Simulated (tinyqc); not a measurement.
Depletion-mode phase shifter in a rib waveguide and its Mach-Zehnder modulator: two steps of the calculation.

A lateral p-n junction at x0 in a waveguide whose mode intensity is a Gaussian of rms width s about x = 0; p side at smaller x. Reverse bias removes carriers and raises the index. Abrupt junction, doping uniform over the whole mode, lumped electrode (no travelling-wave effects).

Parameters, values chosen for the exercise; values close to those of silicon near 1550 nm:
- eps_r = 11.7 (relative permittivity of the semiconductor)
- Na = 2.3e17 cm^-3 (acceptor density)
- Nd = 7.1e17 cm^-3 (donor density)
- Vb = 0.93 V (built-in voltage)
- s = 130 nm (rms width of the lateral mode intensity)
- x0 = 30 nm (junction offset towards the n side)
- V = 1 V (reverse bias)

Constants: q = 1.602176634e-19 C, eps0 = 8.8541878128e-14 F/cm where lengths are in cm. Results are converted to the units shown.

Problem 1. Index and absorption of the doped regions. Free-carrier changes (empirical, N and P in cm^-3): |dn| = 8.5e-18 P^0.8 for holes, 8.8e-22 N for electrons; absorption 6e-18 P and 8.5e-18 N in 1/cm.

Wanted: dn_h; dn_e; a_h; a_e.

Solution 1.

dn_h = 6.5887e-4
dn_e = 6.2480e-4
a_h = 1.3800 1/cm
a_e = 6.0350 1/cm

Index change per unit absorption: holes 4.77 um, electrons 1.04 um, a ratio of 4.61.

Problem 2. Depletion edges and mode overlap. W = sqrt(2 eps0 eps_r (Vb + V)(1/Na + 1/Nd)/q); edges xp = x0 - W Nd/(Na + Nd), xn = x0 + W Na/(Na + Nd); F(x) = [1 + erf(x/(sqrt(2) s))]/2.

Give: W at 0 and at V; edge; F.

Solution 2.

W at 0 and at V (nm): [83.203, 119.86]
edge, edge xp(0) to xn(V) (nm): [-32.845, 50.358, -60.533, 59.328]
F, edge xp(0) to xn(V): [0.40027, 0.65076, 0.32074, 0.67594]

tinyqc, about 0.01 s, one thread, Intel Xeon 2.30GHz (shared host): `OMP_NUM_THREADS=1 python tinyqc.py 2650044 2650045 out.jsonl`
